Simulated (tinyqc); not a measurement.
Worked calculation: extended Hueckel theory, for H6-. The parameters take no account of the charge, which enters only through the electron count, and nothing here shows that the anion is bound. One step of it, computed by the program tinyqc.

Problem. Wolfsberg-Helmholz matrix. H_ij = K' S_ij (H_ii + H_jj)/2 for i != j (the diagonal keeps H_ii), with K' = K + D^2 + D^4 (1 - K), D = (H_ii - H_jj)/(H_ii + H_jj), K = 1.75.

overlap S, lower triangle:
```
          1H 1s     2H 1s     3H 1s     4H 1s     5H 1s     6H 1s
1H 1s  1.000000
2H 1s  0.636388  1.000000
3H 1s  0.142695  0.432106  1.000000
4H 1s  0.039222  0.142695  0.636388  1.000000
5H 1s  0.005019  0.021509  0.142695  0.432106  1.000000
6H 1s  0.001032  0.005019  0.039222  0.142695  0.636388  1.000000
```

diagonal H_ii (eV): 1H 1s -13.600000, 2H 1s -13.600000, 3H 1s -13.600000, 4H 1s -13.600000, 5H 1s -13.600000, 6H 1s -13.600000

K = 1.750000

Give: H.

Solution.

H (eV), lower triangle:
```
          1H 1s     2H 1s     3H 1s     4H 1s     5H 1s     6H 1s
1H 1s  -13.6000
2H 1s  -15.1460  -13.6000
3H 1s   -3.3961  -10.2841  -13.6000
4H 1s   -0.9335   -3.3961  -15.1460  -13.6000
5H 1s   -0.1194   -0.5119   -3.3961  -10.2841  -13.6000
6H 1s   -0.0246   -0.1194   -0.9335   -3.3961  -15.1460  -13.6000
```
